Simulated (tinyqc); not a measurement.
Worked calculation: CIS on RHF in the 3-21g basis, for H2, spin multiplicity 1. Computed by tinyqc, a small Python program that keeps every step (integrals from PySCF). Settings: charge = 0, multiplicity = 1, basis = 3-21g, method = RHF, energy threshold = 1e-10, iteration cap = 75, orthogonalisation = symmetric, start = atomic densities, DIIS depth = 6. Command: `OMP_NUM_THREADS=1 python tinyqc.py 25864 25865 out.jsonl` (the two numbers bound the seeds that draw the settings). One thread of a shared host (Intel(R) Xeon(R) Processor @ 2.60GHz), about 0.07 s of CPU time with the checks. The early iterations of the SCF are left out here.

## One-electron integrals

Geometry (angstrom):
```
atom,x,y,z
H,0.00000,0.00000,0.00000
H,0.00000,0.00000,0.93400
```

Basis 3-21g: exponents (1/bohr^2) and contraction coefficients of normalised primitives:
```
element,l (shell),exponent,coefficient
H,s (1),5.44718,0.15628
H,s (1),0.82455,0.90469
H,s (2),0.18319,1.00000
```

Overlap, kinetic and nuclear-attraction integrals over the contracted functions; the nuclear repulsion is the sum of Za Zb / Rab.

nuclear repulsion = 0.5665709 hartree

overlap S:
```
,1H 1s,1H 2s,2H 1s,2H 2s
1H 1s,1.00000,0.64590,0.24346,0.40323
1H 2s,0.64590,1.00000,0.40323,0.75176
2H 1s,0.24346,0.40323,1.00000,0.64590
2H 2s,0.40323,0.75176,0.64590,1.00000
```

kinetic energy T (hartree):
```
,1H 1s,1H 2s,2H 1s,2H 2s
1H 1s,1.54940,0.29315,0.02243,0.12538
1H 2s,0.29315,0.27479,0.12538,0.16728
2H 1s,0.02243,0.12538,1.54940,0.29315
2H 2s,0.12538,0.16728,0.29315,0.27479
```

nuclear attraction V (hartree):
```
,1H 1s,1H 2s,2H 1s,2H 2s
1H 1s,-2.28686,-1.14437,-0.51137,-0.73768
1H 2s,-1.14437,-1.17546,-0.73768,-0.93705
2H 1s,-0.51137,-0.73768,-2.28686,-1.14437
2H 2s,-0.73768,-0.93705,-1.14437,-1.17546
```

core Hamiltonian H = T + V (hartree):
```
,1H 1s,1H 2s,2H 1s,2H 2s
1H 1s,-0.73746,-0.85122,-0.48894,-0.61230
1H 2s,-0.85122,-0.90067,-0.61230,-0.76978
2H 1s,-0.48894,-0.61230,-0.73746,-0.85122
2H 2s,-0.61230,-0.76978,-0.85122,-0.90067
```

## Two-electron integrals

Functions are numbered as in S; the eight-fold symmetry (ij|kl) = (ji|kl) = (kl|ij) leaves the list below.

Two-electron integrals (ij|kl) in chemists' order, unique and non-zero (hartree):
```
i,j,k,l,(ij|kl)
1,1,1,1,1.14014
2,1,1,1,0.61140
2,1,2,1,0.34515
2,2,1,1,0.62637
2,2,2,1,0.38033
2,2,2,2,0.48296
3,1,1,1,0.21276
3,1,2,1,0.12285
3,1,2,2,0.13978
3,1,3,1,0.06131
3,2,1,1,0.25128
3,2,2,1,0.15435
3,2,2,2,0.19835
3,2,3,1,0.08331
3,2,3,2,0.13387
3,3,1,1,0.55699
3,3,2,1,0.35090
3,3,2,2,0.47240
3,3,3,1,0.21276
3,3,3,2,0.37281
3,3,3,3,1.14014
4,1,1,1,0.37281
4,1,2,1,0.21159
4,1,2,2,0.23526
4,1,3,1,0.08331
4,1,3,2,0.10734
4,1,3,3,0.25128
4,1,4,1,0.13387
4,2,1,1,0.43570
4,2,2,1,0.26688
4,2,2,2,0.34651
4,2,3,1,0.11327
4,2,3,2,0.17306
4,2,3,3,0.43570
4,2,4,1,0.17306
4,2,4,2,0.27294
4,3,1,1,0.35090
4,3,2,1,0.21962
4,3,2,2,0.29531
4,3,3,1,0.12285
4,3,3,2,0.21159
4,3,3,3,0.61140
4,3,4,1,0.15435
4,3,4,2,0.26688
4,3,4,3,0.34515
4,4,1,1,0.47240
4,4,2,1,0.29531
4,4,2,2,0.40489
4,4,3,1,0.13978
4,4,3,2,0.23526
4,4,3,3,0.62637
4,4,4,1,0.19835
4,4,4,2,0.34651
4,4,4,3,0.38033
4,4,4,4,0.48296
```

## Orthogonalisation

S = U s U^T; symmetric (Loewdin) form X = U s^(-1/2) U^T, so that X^T S X = 1.

eigenvalues of S: 0.15100  0.41813  0.85378  2.57709

X:
```
,1H 1s,1H 2s,2H 1s,2H 2s
1H 1s,1.24100,-0.48185,-0.04759,0.03305
1H 2s,-0.48185,1.67154,0.03305,-0.69556
2H 1s,-0.04759,0.03305,1.24100,-0.48185
2H 2s,0.03305,-0.69556,-0.48185,1.67154
```

## Starting guess

The start is atomic minimal-basis densities projected into this basis (PySCF's MINAO start) and scaled to the electron count of each spin; this density is not idempotent, so its energy is not variational and may lie below the converged one.

D at the start:
```
,1H 1s,1H 2s,2H 1s,2H 2s
1H 1s,0.20527,0.28706,-0.01104,0.00250
1H 2s,0.28706,0.40302,0.00250,0.02867
2H 1s,-0.01104,0.00250,0.20527,0.28706
2H 2s,0.00250,0.02867,0.28706,0.40302
```

## Iteration 5 (converged): orbitals

converged F (hartree):
```
,1H 1s,1H 2s,2H 1s,2H 2s
1H 1s,0.19132,-0.44031,-0.43486,-0.43824
1H 2s,-0.44031,-0.32827,-0.43824,-0.38550
2H 1s,-0.43486,-0.43824,0.19132,-0.44031
2H 2s,-0.43824,-0.38550,-0.44031,-0.32827
```

Diagonalise F' = X^T F X, C = X C', fill 1 alpha and 1 beta electrons from the bottom; D = 2 C_occ C_occ^T. Each column has its largest component positive (the first on a tie).

F' = X^T F X (hartree):
```
,1,2,3,4
1,0.75407,-0.62463,-0.30360,-0.13254
2,-0.62463,0.26622,-0.13254,-0.22553
3,-0.30360,-0.13254,0.75407,-0.62463
4,-0.13254,-0.22553,-0.62463,0.26622
```

orbital energies (hartree): MO1 -0.53882, MO2 0.20706, MO3 1.02998, MO4 1.34236

coefficients C:
```
,MO1,MO2,MO3,MO4
1H 1s,0.26088,0.14112,0.86300,-0.97102
1H 2s,0.35515,1.26650,-0.67145,1.15332
2H 1s,0.26088,-0.14112,0.86300,0.97102
2H 2s,0.35515,-1.26650,-0.67145,-1.15332
```

D after iteration 5:
```
,1H 1s,1H 2s,2H 1s,2H 2s
1H 1s,0.13612,0.18531,0.13612,0.18531
1H 2s,0.18531,0.25227,0.18531,0.25227
2H 1s,0.13612,0.18531,0.13612,0.18531
2H 2s,0.18531,0.25227,0.18531,0.25227
```

## Convergence

Stop when the energy changes by less than 1e-10 hartree and every element of the error matrix X^T (F D S - S D F) X is below 3e-06.

Course of the cycle:
```
iteration,E (hartree),change,largest element of the error matrix
1,-0.7656282,-,8.69e-02
2,-1.1026687,-3.37e-01,1.47e-02
3,-1.1029850,-3.16e-04,2.41e-03
4,-1.1029937,-8.70e-06,3.13e-07
5,-1.1029937,-1.23e-13,1.27e-07
```

PySCF RHF in the same basis = -1.1029937 hartree

Converged in 5 iterations.

## Populations, bond orders and dipole

Mulliken: Z minus the diagonal of D S on the atom; Loewdin: the same with S^(1/2) D S^(1/2); Mayer order: 2 sum_s sum (D(s) S)_ij (D(s) S)_ji over the two atoms.

Charges (e):
```
atom,Mulliken,Loewdin
1H,0,0
2H,0,0
```

Mayer bond orders:
```
pair,order
2-1,1.00000
```

dipole moment about the origin, x y z (debye): 0.00000  0.00000  0.00000

## Integrals over molecular orbitals

(pq|rs) = sum C_ip C_jq C_kr C_ls (ij|kl), one index at a time.

one-electron integrals over orbitals h = C^T H C (hartree):
```
,1,2,3,4
1,-1.13074,0.00000,-0.13994,0.00000
2,0.00000,-0.60061,0.00000,0.19558
3,-0.13994,0.00000,0.05922,0.00000
4,0.00000,0.19558,0.00000,0.25337
```

Two-electron integrals over orbitals (pq|rs), unique and non-zero (hartree):
```
p,q,r,s,(pq|rs)
1,1,1,1,0.59192
2,1,2,1,0.10865
2,2,1,1,0.45816
2,2,2,2,0.41938
3,1,1,1,0.13994
3,1,2,2,0.06818
3,1,3,1,0.09993
3,2,2,1,0.00586
3,2,3,2,0.03677
3,3,1,1,0.53535
3,3,2,2,0.42321
3,3,3,1,0.12732
3,3,3,3,0.50825
4,1,2,1,-0.08023
4,1,3,2,-0.04682
4,1,4,1,0.11221
4,2,1,1,-0.13791
4,2,2,2,-0.07072
4,2,3,1,-0.08205
4,2,3,3,-0.12183
4,2,4,2,0.08145
4,3,2,1,-0.12056
4,3,3,2,-0.03430
4,3,4,1,0.12780
4,3,4,3,0.17721
4,4,1,1,0.60060
4,4,2,2,0.47027
4,4,3,1,0.17979
4,4,3,3,0.56854
4,4,4,2,-0.16672
4,4,4,4,0.67231
```

## CIS matrix, singlets

A(ia,jb) = (e_a - e_i) d_ij d_ab + 2 (ia|jb) - (ij|ab).

CIS matrix A, singlet (hartree):
```
,1>2,1>3,1>4
1>2,0.50502,0.00000,-0.02256
1>3,0.00000,1.23331,0.00000
1>4,-0.02256,0.00000,1.50501
```

## CIS singlet states

dipole integrals <i|r|a> (bohr):
```
,x,y,z
1>2,0.00000,0.00000,-1.16293
1>3,0.00000,0.00000,0.00000
1>4,0.00000,0.00000,0.07326
```

Diagonalise A (1 hartree = 27.211386 eV); each vector has its largest component positive (the first on a tie). The transition dipole is mu = sqrt2 sum c_ia <i|r|a>.

singlet excitation energies (eV): 13.72856  33.56010  40.96713

lowest vectors:
```
,state 1,state 2,state 3
1>2,0.99975,0.00000,-0.02254
1>3,0.00000,1.00000,0.00000
1>4,0.02254,0.00000,0.99975
```

oscillator strengths 2/3 w |mu|^2: 0.90670  0.00000  0.01985

## CIS matrix, triplets

A(ia,jb) = (e_a - e_i) d_ij d_ab - (ij|ab).

CIS matrix A, triplet (hartree):
```
,1>2,1>3,1>4
1>2,0.28772,0.00000,0.13791
1>3,0.00000,1.03346,0.00000
1>4,0.13791,0.00000,1.28058
```

## CIS triplet states

Diagonalise A (1 hartree = 27.211386 eV); each vector has its largest component positive (the first on a tie).

triplet excitation energies (eV): 7.31766  28.12176  35.35792

lowest vectors:
```
,state 1,state 2,state 3
1>2,0.99084,0.00000,0.13507
1>3,0.00000,1.00000,0.00000
1>4,-0.13507,0.00000,0.99084
```
